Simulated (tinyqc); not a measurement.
G0W0 on RHF in the 6-31g basis, for He, spin multiplicity 1, step by step. One step of it, computed by the program tinyqc.

Task: Screening: direct RPA. With D = e_a - e_i and K = (ia|jb): diagonalise D^(1/2) (D + 4K) D^(1/2) = Z w^2 Z^T; X + Y = D^(1/2) Z w^(-1/2), each column of Z with its largest component positive (the first on a tie); E_c = (sum w - tr (D + 2K)) / 2.

orbital energies (hartree): MO1 -0.914127, MO2 1.399859

Two-electron integrals over orbitals (pq|rs), unique and non-zero (hartree):
```
(11|11) 1.026907    (21|11) -0.316490   (21|21) 0.227670    (22|11) 0.858133
(22|21) -0.255554   (22|22) 0.766363
```

Give: D^(1/2) (D + 4K) D^(1/2); excitation energies w; X + Y; RPA correlation energy.

Result:

D^(1/2) (D + 4K) D^(1/2) (hartree^2):
```
        1>2
1>2  7.4618
```

excitation energies w (hartree): 2.7316

X + Y:
```
          1
1>2  0.9204
```

RPA correlation energy = -0.018845 hartree
